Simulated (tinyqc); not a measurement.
Finite-size error of a charged defect in a periodic cell: Madelung and Makov-Payne terms: one step, computed by the program tinyqc.

L is the cube root of the cell volume. The defect charge is a Gaussian, rho(r) = q (2 pi sigma^2)^(-3/2) exp(-r^2/2 sigma^2), repeated periodically in a uniform neutralising background and screened by a continuum. The model cell energy is E(L) = E_0 + [periodic - isolated electrostatic energy].

Task: Madelung energy. Ewald sum for a unit point charge: scale each Cartesian component of the cell by 1/sqrt(eps_i), giving R', G' and V'; E = [ (1/2) sum erfc(eta R')/R' + (2 pi/V') sum exp(-G'^2/4 eta^2)/G'^2 - eta/sqrt(pi) - pi/(2 V' eta^2) ] e^2/(4 pi eps_0) / sqrt(eps_x eps_y eps_z), over n_i = -6..6, omitting n = (0,0,0), eta = 2/V'^(1/3). alpha = -2 E eps_g L/(e^2/(4 pi eps_0)), eps_g = (eps_x eps_y eps_z)^(1/3).

Inputs (values chosen for the exercise, with screening close to that of InAs): charge q = 1 e; cell length L = 16.9 angstrom; dielectric constant eps = 14.7.

Supercell lattice: bcc. Screening: isotropic.

cell vectors (rows) (angstrom):
```
           1          2          3
1  -10.64633   10.64633   10.64633
2   10.64633  -10.64633   10.64633
3   10.64633   10.64633  -10.64633
```

Constants: e^2/(4 pi eps_0) = 14.39964548 eV angstrom.

Give: terms for a unit charge; Madelung constant alpha; point-charge correction -q^2 E.

Result:

terms for a unit charge (eV): real space 0.000481, reciprocal 0.003973, self -0.065404, background -0.022762

Madelung constant alpha = 2.8885

point-charge correction -q^2 E = 0.083711 eV
